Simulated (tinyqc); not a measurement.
Inside a calculation. Method: Pariser-Parr-Pople SCF with singles CI, for the molecule C=CC1=CC2=CC=CC2=C1 (SMILES; centres numbered as the heavy atoms are written). One step of it, computed by the program tinyqc.

Problem. Iteration 2: Fock matrix. F_rr = H_rr + P_rr gamma_rr / 2 + sum_(s != r) P_ss gamma_rs; F_rs = H_rs - P_rs gamma_rs / 2; E = tr P (H + F) / 2 + core repulsion sum_(r<s) z_r z_s gamma_rs.

P after iteration 1, order 1C, 2C, 3C, 4C, 5C, 6C, 7C, 8C, 9C, 10C:
```
[[1.095419, 0.910597, -0.111896, -0.224978, 0.126274, 0.022517, -0.106474, 0.023446, 0.126234, -0.230077],
 [0.910597, 0.983369, 0.399531, 0.016439, -0.063424, 0.007734, 0.036089, 0.010923, -0.060824, 0.014008],
 [-0.111896, 0.399531, 1.157926, 0.594276, -0.188552, -0.050523, 0.141096, -0.049628, -0.187487, 0.594091],
 [-0.224978, 0.016439, 0.594276, 0.796600, 0.545265, 0.314078, -0.069615, -0.343165, -0.126989, 0.139280],
 [0.126274, -0.063424, -0.188552, 0.545265, 1.194898, 0.522792, -0.197883, -0.147400, 0.508275, -0.126515],
 [0.022517, 0.007734, -0.050523, 0.314078, 0.522792, 0.805556, 0.652341, 0.148509, -0.148671, -0.342149],
 [-0.106474, 0.036089, 0.141096, -0.069615, -0.197883, 0.652341, 1.171128, 0.651060, -0.197985, -0.068744],
 [0.023446, 0.010923, -0.049628, -0.343165, -0.147400, 0.148509, 0.651060, 0.804948, 0.524170, 0.313614],
 [0.126234, -0.060824, -0.187487, -0.126989, 0.508275, -0.148671, -0.197985, 0.524170, 1.195589, 0.543781],
 [-0.230077, 0.014008, 0.594091, 0.139280, -0.126515, -0.342149, -0.068744, 0.313614, 0.543781, 0.794567]]
```

core matrix H (eV), order 1C, 2C, 3C, 4C, 5C, 6C, 7C, 8C, 9C, 10C:
```
[[-45.283218, -2.390000, 0.000000, 0.000000, 0.000000, 0.000000, 0.000000, 0.000000, 0.000000, 0.000000],
 [-2.390000, -52.021103, -2.390000, 0.000000, 0.000000, 0.000000, 0.000000, 0.000000, 0.000000, 0.000000],
 [0.000000, -2.390000, -60.711676, -2.390000, 0.000000, 0.000000, 0.000000, 0.000000, 0.000000, -2.390000],
 [0.000000, 0.000000, -2.390000, -58.493993, -2.390000, 0.000000, 0.000000, 0.000000, 0.000000, 0.000000],
 [0.000000, 0.000000, 0.000000, -2.390000, -62.622087, -2.390000, 0.000000, 0.000000, -2.390000, 0.000000],
 [0.000000, 0.000000, 0.000000, 0.000000, -2.390000, -54.849173, -2.390000, 0.000000, 0.000000, 0.000000],
 [0.000000, 0.000000, 0.000000, 0.000000, 0.000000, -2.390000, -52.544090, -2.390000, 0.000000, 0.000000],
 [0.000000, 0.000000, 0.000000, 0.000000, 0.000000, 0.000000, -2.390000, -55.030507, -2.390000, 0.000000],
 [0.000000, 0.000000, 0.000000, 0.000000, -2.390000, 0.000000, 0.000000, -2.390000, -62.865492, -2.390000],
 [0.000000, 0.000000, -2.390000, 0.000000, 0.000000, 0.000000, 0.000000, 0.000000, -2.390000, -59.369979]]
```

repulsion gamma_rs (eV), order 1C, 2C, 3C, 4C, 5C, 6C, 7C, 8C, 9C, 10C:
```
[[11.130000, 7.555590, 5.238818, 3.632507, 2.974723, 2.324624, 2.165528, 2.511346, 3.217026, 4.503057],
 [7.555590, 11.130000, 7.552469, 5.123564, 3.742767, 2.779999, 2.459915, 2.780151, 3.743250, 5.123398],
 [5.238818, 7.552469, 11.130000, 7.555365, 5.520018, 3.705168, 3.200965, 3.705035, 5.520298, 7.553541],
 [3.632507, 5.123564, 7.555365, 11.130000, 7.551774, 4.863464, 3.704601, 3.862607, 5.519751, 5.520360],
 [2.974723, 3.742767, 5.520018, 7.551774, 11.130000, 7.555284, 5.521076, 5.520641, 7.555000, 5.520803],
 [2.324624, 2.779999, 3.705168, 4.863464, 7.555284, 11.130000, 7.556087, 5.520135, 5.520803, 3.863609],
 [2.165528, 2.459915, 3.200965, 3.704601, 5.521076, 7.556087, 11.130000, 7.551252, 5.519669, 3.704997],
 [2.511346, 2.780151, 3.705035, 3.862607, 5.520641, 5.520135, 7.551252, 11.130000, 7.554410, 4.864931],
 [3.217026, 3.743250, 5.520298, 5.519751, 7.555000, 5.520803, 5.519669, 7.554410, 11.130000, 7.555284],
 [4.503057, 5.123398, 7.553541, 5.520360, 5.520803, 3.863609, 3.704997, 4.864931, 7.555284, 11.130000]]
```

Centres (angstrom, eV; a flat drawing with bonds scaled to 1.40 angstrom):
```
centre          x          y  core charge z          W   gamma_rr
1C      -3.581000   0.657000              1  11.160000  11.130000
2C      -2.738000  -0.460000              1  11.160000  11.130000
3C      -1.348000  -0.289000              1  11.160000  11.130000
4C      -0.393000  -1.312000              1  11.160000  11.130000
5C       0.876000  -0.719000              1  11.160000  11.130000
6C       2.250000  -0.985000              1  11.160000  11.130000
7C       2.928000   0.239000              1  11.160000  11.130000
8C       1.972000   1.263000              1  11.160000  11.130000
9C       0.704000   0.670000              1  11.160000  11.130000
10C     -0.670000   0.936000              1  11.160000  11.130000
```

Give: F; pi energy.

Solution.

F (eV), order 1C, 2C, 3C, 4C, 5C, 6C, 7C, 8C, 9C, 10C:
```
[[-5.3885, -5.8300, 0.2931, 0.4086, -0.1878, -0.0262, 0.1153, -0.0294, -0.2030, 0.5180],
 [-5.8300, -5.0688, -3.8987, -0.0421, 0.1187, -0.0108, -0.0444, -0.0152, 0.1138, -0.0359],
 [0.2931, -3.8987, -6.1702, -4.6350, 0.5204, 0.0936, -0.2258, 0.0919, 0.5175, -4.6337],
 [0.4086, -0.0421, -4.6350, -4.9201, -4.4489, -0.7638, 0.1289, 0.6628, 0.3505, -0.3844],
 [-0.1878, 0.1187, 0.5204, -4.4489, -6.2106, -4.3649, 0.5463, 0.4069, -4.3100, 0.3492],
 [-0.0262, -0.0108, 0.0936, -0.7638, -4.3649, -4.9306, -4.8546, -0.4099, 0.4104, 0.6610],
 [0.1153, -0.0444, -0.2258, 0.1289, 0.5463, -4.8546, -6.2726, -4.8482, 0.5464, 0.1273],
 [-0.0294, -0.0152, 0.0919, 0.6628, 0.4069, -0.4099, -4.8482, -4.9146, -4.3699, -0.7629],
 [-0.2030, 0.1138, 0.5175, 0.3505, -4.3100, 0.4104, 0.5464, -4.3699, -6.1948, -4.4442],
 [0.5180, -0.0359, -4.6337, -0.3844, 0.3492, 0.6610, 0.1273, -0.7629, -4.4442, -4.8361]]
```

pi energy = -132.0296 eV
